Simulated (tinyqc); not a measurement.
Interface roughness in a thin film (subband fluctuation and scattering): one step. The angular integrand. Three cases, with inputs chosen for the exercise.

Question. kF, qs, and exp(-q^2 Lc^2/4)(1 - cos theta) without and with the factor 1/eps^2 at theta = 30, 60, ..., 180 degrees.

Gaussian roughness spectrum S(q) = pi D^2 Lc^2 exp(-q^2 Lc^2/4). Degenerate gas, taken to fill one subband (the second starts to fill once c kF^2/md exceeds E2 - E1, which is not tested here): kF = sqrt(2 pi Ns/gv), q = 2 kF sin(theta/2), 1/tau = (md/(2 pi c hbar)) G^2 times the integral from 0 to pi of S(q)(1 - cos theta)/eps(q)^2 dtheta, eps(q) = 1 + qs/q with screening (qs = gv md q0/(c eps), q0 = e^2/(4 pi eps0), form factors left out, which overstates the screening; other scattering is left out too, so these values lie far above measured mobilities in all but the thinnest films) or 1 without; mobility = tau c2/md with c2 = e/m0 = 1.75882e15 cm^2/(V s^2); 1e12/cm^2 = 1e-4/angstrom^2.

Constants: hbar^2/2m0 = 3.80998211 eV angstrom^2; e^2/(4 pi eps0) = 14.39964547 eV angstrom.

Case 1.

Values chosen (near those of a thin InGaAs channel; shifted at random, so the results belong to these values and not to a real crystal): md = 0.044 m0 (mass in the plane); gv = 1 (valleys); Lc = 22 angstrom (correlation length); Ns = 1.9 x 1e12/cm^2 (sheet density); eps = 11.5 (mean dielectric constant at the channel).

Case 2.

Values chosen (near those of a thin InGaAs channel; shifted at random, so the results belong to these values and not to a real crystal): md = 0.044 m0 (mass in the plane); gv = 1 (valleys); Lc = 38 angstrom (correlation length); Ns = 0.51 x 1e12/cm^2 (sheet density); eps = 10.5 (mean dielectric constant at the channel).

Case 3.

Values chosen (near those of a thin GaN channel; shifted at random, so the results belong to these values and not to a real crystal): md = 0.203 m0 (mass in the plane); gv = 1 (valleys); Lc = 20 angstrom (correlation length); Ns = 7.7 x 1e12/cm^2 (sheet density); eps = 9.6 (mean dielectric constant at the channel).

Give: kF; qs; Integrand.

Answer.

Case 1.

kF = 0.03455 1/angstrom
qs = 0.0145 1/angstrom

Integrand:
```
theta  q (1/angstrom)   bare  eps(q)  screened
30             0.0179  0.129    1.81    0.0394
60             0.0346  0.433    1.42     0.215
90             0.0489  0.749    1.30     0.446
120            0.0598  0.972    1.24     0.631
150            0.0667   1.09    1.22     0.735
180            0.0691   1.12    1.21     0.767
```

kF Lc = 0.76: the roughness is short-ranged for these electrons, and back-scattering dominates.

Case 2.

kF = 0.01790 1/angstrom
qs = 0.0158 1/angstrom

Integrand:
```
theta  q (1/angstrom)   bare  eps(q)  screened
30             0.0093  0.130    2.71    0.0177
60             0.0179  0.445    1.88     0.125
90             0.0253  0.793    1.63     0.300
120            0.0310   1.06    1.51     0.464
150            0.0346   1.21    1.46     0.570
180            0.0358   1.26    1.44     0.605
```

kF Lc = 0.68: the roughness is short-ranged for these electrons, and back-scattering dominates.

Case 3.

kF = 0.06956 1/angstrom
qs = 0.0799 1/angstrom

Integrand:
```
theta  q (1/angstrom)   bare  eps(q)  screened
30             0.0360  0.118    3.22    0.0114
60             0.0696  0.308    2.15    0.0667
90             0.0984  0.380    1.81     0.116
120            0.1205  0.351    1.66     0.127
150            0.1344  0.307    1.59     0.121
180            0.1391  0.289    1.57     0.116
```

kF Lc = 1.39: the spectrum cuts off large angles, and the bare integrand is largest at 90 degrees among these rows.

Computed by tinyqc, one run a case: `OMP_NUM_THREADS=1 python tinyqc.py N N+1 out.jsonl` with N = 1280507, 1280856, 1280956; one thread of a shared Intel(R) Xeon(R) Processor @ 2.30GHz, about 0.01 s a run at most.
